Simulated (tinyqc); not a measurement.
p-n diode with diffusion and depletion-layer recombination: one step of the calculation.

Abrupt junction in the depletion approximation, low injection, full ionisation, neutral widths fixed, ohmic contact on the p side. Vj is the junction voltage; where a series resistance Rs is given, V = Vj + J Rs is the terminal voltage.

Question. Recombination in the depleted layer. ni = sqrt(Nc Nv) exp(-Eg/(2 Vt)), Eg in volts. Vbi = Vt ln(Na Nd/ni^2), W = sqrt(2 eps0 eps_r (Vbi - Vj)(1/Na + 1/Nd)/q), xp = W Nd/(Na + Nd), xn = W Na/(Na + Nd); u(x) = q Na (x + xp)^2/(2 eps0 eps_r) for x < 0 and Vbi - Vj - q Nd (xn - x)^2/(2 eps0 eps_r) for x > 0; p = Na exp(-u/Vt), n = Nd exp((u - Vbi + Vj)/Vt); U = ni^2 (exp(Vj/Vt) - 1)/(tp (n + ni exp(Et/Vt)) + tn (p + ni exp(-Et/Vt))); J_scr = q times the integral of U from -xp to xn. Trapezoid rule on 14 equal steps.

Inputs (values chosen for the exercise); band and dielectric values close to those of silicon:

| symbol | value | unit | meaning |
|---|---|---|---|
| T | 300 | K | temperature |
| Eg | 1.14 | eV | band gap |
| eps_r | 11.6 |  | relative permittivity |
| Nc | 2.77e19 | cm^-3 | conduction-band density of states at T |
| Nv | 2.68e19 | cm^-3 | valence-band density of states at T |
| Na | 7.5e16 | cm^-3 | acceptor density |
| Nd | 4.3e15 | cm^-3 | donor density |
| tn | 6e-7 | s | electron lifetime |
| tp | 3e-6 | s | hole lifetime |
| Et | -0.05 | eV | trap level above the intrinsic level |
| Vj | 0.48 | V | junction voltage at which recombination is evaluated |

Constants: q = 1.602176634e-19 C, kB = 1.380649e-23 J/K, Vt = kB T/q, eps0 = 8.8541878128e-14 F/cm where lengths are in cm. Results are converted to the units shown.

Find: W; x; u; n; p; U; J_scr.

Answer.

W = 297.79 nm

| point | x (nm) | u (V) | n (cm^-3) | p (cm^-3) | U (cm^-3 s^-1) |
|---|---|---|---|---|---|
| 0 | -16.15 | 0.00000 | 8.0917e10 | 7.5000e16 | 1.3486e17 |
| 1 | 5.12 | 0.02484 | 2.1154e11 | 2.8689e16 | 3.5255e17 |
| 2 | 26.39 | 0.06278 | 9.1766e11 | 6.6134e15 | 1.5284e18 |
| 3 | 47.66 | 0.09768 | 3.5399e12 | 1.7144e15 | 5.8393e18 |
| 4 | 68.94 | 0.12955 | 1.2143e13 | 4.9980e14 | 1.8044e19 |
| 5 | 90.21 | 0.15838 | 3.7038e13 | 1.6385e14 | 2.8974e19 |
| 6 | 111.48 | 0.18417 | 1.0046e14 | 6.0408e13 | 1.7973e19 |
| 7 | 132.75 | 0.20693 | 2.4232e14 | 2.5045e13 | 8.1789e18 |
| 8 | 154.02 | 0.22666 | 5.1972e14 | 1.1677e13 | 3.8748e18 |
| 9 | 175.29 | 0.24335 | 9.9124e14 | 6.1224e12 | 2.0383e18 |
| 10 | 196.56 | 0.25701 | 1.6811e15 | 3.6099e12 | 1.2028e18 |
| 11 | 217.83 | 0.26763 | 2.5354e15 | 2.3936e12 | 7.9773e17 |
| 12 | 239.10 | 0.27522 | 3.4002e15 | 1.7848e12 | 5.9488e17 |
| 13 | 260.37 | 0.27977 | 4.0549e15 | 1.4967e12 | 4.9885e17 |
| 14 | 281.64 | 0.28129 | 4.3000e15 | 1.4113e12 | 4.7042e17 |

J_scr = 3.0739e-5 A/cm^2

Computed by the program tinyqc: `OMP_NUM_THREADS=1 python tinyqc.py 2260042 2260043 out.jsonl`, one thread of a shared Intel Xeon 2.30GHz, about 0.01 s for the whole run.
